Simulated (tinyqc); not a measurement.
Domain walls in a thin film with perpendicular anisotropy: Bloch, Neel and chiral walls, motion and stripe domains: one step, computed by the program tinyqc.

One-dimensional wall: polar angle theta(x), azimuth phi of the moment in the wall (phi = 0 Neel, 90 degrees Bloch). mu_0 = 1.25663706212e-6 T m/A, gamma = 1.76085963023e11 rad/(s T).

Problem. Velocity under current. Spin-orbit drive: B_SL = hbar theta_SH J/(2 e M_s t) acts as the field (pi/2) B_SL cos(phi). Steady state: v = (gamma Delta/alpha)(pi/2) B_SL cos(phi) = gamma Delta [B_D sin(phi) - (B_K/2) sin(2 phi)], B_K = 2 K_D/M_s, B_D = pi D/(2 M_s Delta); the root with phi between its rest value and 90 degrees; v saturates at v_D = gamma Delta B_D.

Inputs (values chosen for the exercise, for a model film):
```
quantity                      value        unit
saturation magnetisation M_s    755        kA/m
DMI constant D                0.045      mJ/m^2
thickness t                       3          nm
damping alpha                 0.083           -
current density J             0.062  1e12 A/m^2
spin Hall angle theta_SH       0.14           -
```

Drive: spin-orbit torque.

K_D = 28.90384 kJ/m^3

width parameter Delta = 8.201911 nm

azimuth phi = 81.42614 degrees

Constants: hbar = 1.054571817e-34 J s; e = 1.602176634e-19 C.

Give: B_SL; azimuth in motion; velocity; saturation velocity v_D.

Solution.

B_SL = 1.2612 mT

azimuth in motion = 83.484 degrees

velocity = 3.9119 m/s

saturation velocity v_D = 16.486 m/s

v is 24 % of v_D: still rising with current. Caution: pinning, heating and tilting of the wall are left out.
